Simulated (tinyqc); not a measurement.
Stretching all distances: RHF, UHF, MP2, CISD and CCSD against full CI in the 6-311g basis, for H2, spin multiplicity 1. Computed by the program tinyqc with PySCF. 

Geometry (angstrom):
```
atom       x       y       z
H     0.0000  0.0000  0.0000
H     0.0000  0.0000  0.6500
```

All coordinates are multiplied by the scale. c0^2 is the weight of the RHF determinant in the lowest singlet FCI state (UHF is spin-contaminated and may lie near states of higher spin) and n(LUMO) the first natural occupation beyond the occupied space.

Full CI energy (hartree) and errors against it (kcal/mol):
```
scale  distance 1-2 (angstrom)    E(FCI)     RHF     UHF     MP2   CISD   CCSD  <S^2> UHF   c0^2  n(LUMO)
0.860                    0.559  -1.11873  14.269  14.269   3.715  0.000  0.000      0.000  0.990    0.014
1.090                    0.709  -1.15252  15.615  15.615   4.539  0.000  0.000      0.000  0.986    0.023
1.320                    0.858  -1.14742  17.723  17.723   5.806  0.000  0.000      0.000  0.980    0.036
1.550                    1.008  -1.12842  20.659  20.659   7.559  0.000  0.000      0.000  0.970    0.056
1.780                    1.157  -1.10548  24.411  24.411   9.827  0.000  0.000      0.000  0.956    0.084
2.000                    1.300  -1.08388  28.758  26.513  12.511  0.000  0.000      0.282  0.937    0.121
2.230                    1.450  -1.06366  34.092  24.126  15.871  0.000  0.000      0.535  0.911    0.171
2.460                    1.599  -1.04672  40.204  19.788  19.767  0.000  0.000      0.699  0.878    0.234
2.690                    1.748  -1.03324  47.009  15.161  24.097  0.000  0.000      0.804  0.839    0.309
```

UHF parts from RHF first at scale 2 of those listed, where <S^2> leaves zero. The weight c0^2 goes from 0.99 to 0.84 and n(LUMO) from 0.01 to 0.31: static correlation grows as the bonds break into open-shell fragments. The spread of the error along the curve, which distorts its shape, is CISD 0.0, CCSD 0.0, UHF 12.2, MP2 20.4, RHF 32.7 kcal/mol. With two electrons CISD and CCSD are exact.
